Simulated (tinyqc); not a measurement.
Lattice against boundary over temperature: grain-boundary diffusion: Harrison regimes, Fisher and Le Claire analysis, Hart average. Computed by tinyqc, a small Python program. Command: `OMP_NUM_THREADS=1 python tinyqc.py 3004749 3004750 out.jsonl gbdiff walk`. One thread of a shared host (Intel(R) Xeon(R) Processor @ 2.30GHz), about 0.01 s of CPU time with the checks.

A boundary is a slab of width delta with diffusivity D_b, normal to a surface held at constant concentration; it leaks into grains of diffusivity D.

Inputs (values chosen for the exercise, for a model polycrystal):
```
quantity                          value   unit
melting point T_m                  2810      K
lattice prefactor D0            4.9e-05  m^2/s
lattice activation energy E        4.43     eV
boundary prefactor D0b            6e-06  m^2/s
boundary activation energy E_b     2.24     eV
boundary width delta               0.56     nm
segregation factor s                 10      -
grain size d                       0.16     um
temperature T                      1620      K
time t                            11000      s
```

Constants: k_B = 8.617333262e-05 eV/K.

Method:
- D = D0 exp(-E/(k_B T)), D_b = D0b exp(-E_b/(k_B T)).
- Triple product P = s delta D_b.
- Hart average for parallel slabs: f = delta/d, D_eff = (s f D_b + (1 - f) D)/(1 - f + s f); share of the boundaries = s f D_b/(s f D_b + (1 - f) D); depth sqrt(D_eff t).
- l = sqrt(D t); P = s delta D_b; alpha = s delta/(2 l); beta = P/(2 D l). Regime A if l > 3 d, C if alpha > 1, B if alpha < 0.1, l < d/4 and beta > 10, otherwise a transition.
- D_eff = (s f D_b + (1 - f) D)/(1 - f + s f), f = delta/d; share of the boundaries = s f D_b/(s f D_b + (1 - f) D).

boundary fraction f = 0.0035

Diffusivities (m^2/s):
```
T/T_m  T (K)           D         D_b       D_eff    share      regime
0.3      843  1.6068e-31  2.4354e-19  8.2636e-21  1.00000           C
0.4     1124  6.7145e-25  5.4258e-16  1.8410e-17  1.00000           C
0.5     1405  6.3045e-21  5.5361e-14  1.8785e-15  1.00000  transition
0.6     1686  2.8059e-18  1.2088e-12  4.1019e-14  0.99993  transition
0.7     1967  2.1868e-16  1.0937e-11  3.7132e-13  0.99943           A
0.8     2248  5.7359e-15  5.7057e-11  1.9415e-12  0.99715           A
0.9     2529  7.2797e-14  2.0620e-10  7.0670e-12  0.99005           A
1.0     2810  5.5581e-13  5.7634e-10  2.0093e-11  0.97328           A
```

What follows from these numbers?

The apparent activation energy of D_eff is 2.24 eV between the first rows and 2.28 eV between the last, against E_b = 2.24 and E = 4.43 eV. The boundaries carry most of the flux up to the melting point. Caution: outside regime A (which needs sqrt(D t) above about 3 d) the Hart average and its depth are formal: they describe a profile only in regime A or at steady state. Caution: the segregation factor is held fixed, although it falls with temperature. Caution: outside regime A, D_eff and the share of the boundaries hold only at steady state.
